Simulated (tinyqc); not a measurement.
Interlayer thickness: switching kinetics of a ferroelectric film and the memory window of a ferroelectric gate stack. Computed by tinyqc, a small Python program. Command: `OMP_NUM_THREADS=1 python tinyqc.py 3017056 3017057 out.jsonl feswitch walk`. One thread of a shared host (Intel(R) Xeon(R) Processor @ 2.30GHz), about 0.01 s of CPU time with the checks.

Fields in MV/cm; 1 microcoulomb/cm^2 over eps_0 is 11.29409 MV/cm. In the stack (metal, ferroelectric, interlayer, channel) the channel is taken as a conductor.

Inputs (values chosen for the exercise, for a model film):

| quantity | value | unit |
|---|---|---|
| saturation polarisation P_s | 18 | microcoulomb/cm^2 |
| ratio P_r/P_s | 0.74 | - |
| coercive field E_c | 0.77 | MV/cm |
| permittivity of the ferroelectric eps_F | 23 | - |
| thickness t_F | 24 | nm |
| permittivity of the interlayer eps_I | 5.5 | - |
| share s of P screened by trapped charge | 0.7 | - |
| pulse height V | 6.1 | V |
| breakdown field of the interlayer | 10 | MV/cm |

Method. Series stack: V = E_F t_F + E_I t_I and eps_I E_I = eps_F E_F + (1 - s) P/eps_0. E_I is for P = +P_s at the pulse height, the depolarising field for P = +P_r at V = 0; V needed puts E_F = 1.5 E_c after switching.

Stack against t_I:

| t_I (nm) | E_F after (MV/cm) | E_I (MV/cm) | depolarising field / E_c | V needed (V) |
|---|---|---|---|---|
| 0.3 | 2.2837 | 20.639 | 0.12659 | 3.2496 |
| 0.5 | 2.1255 | 19.977 | 0.20422 | 3.5679 |
| 0.8 | 1.9063 | 19.061 | 0.31177 | 4.0455 |
| 1.2 | 1.6436 | 17.962 | 0.44069 | 4.6822 |
| 1.6 | 1.4095 | 16.983 | 0.55556 | 5.3190 |
| 2.0 | 1.1996 | 16.105 | 0.65856 | 5.9557 |
| 3.0 | 0.7589 | 14.262 | 0.87480 | 7.5476 |

Each nanometre of interlayer costs 1.59 V, against 0.12 V for a nanometre of ferroelectric. The depolarising field grows from 0.13 to 0.87 E_c. At E_F = 1.5 E_c the interlayer carries (1.5 eps_F E_c + (1 - s) P_s/eps_0)/eps_I = 15.9 MV/cm whatever its thickness, above its breakdown field of 10 MV/cm, so the voltages in the last column could not be applied without breakdown. Caution: rows with E_I above the breakdown field of the interlayer cannot be reached without charge injection. Caution: where E_F after switching is below E_c the switching stalls before P_s, and where the depolarising field exceeds E_c the state switches back, so those rows describe states that are not held.
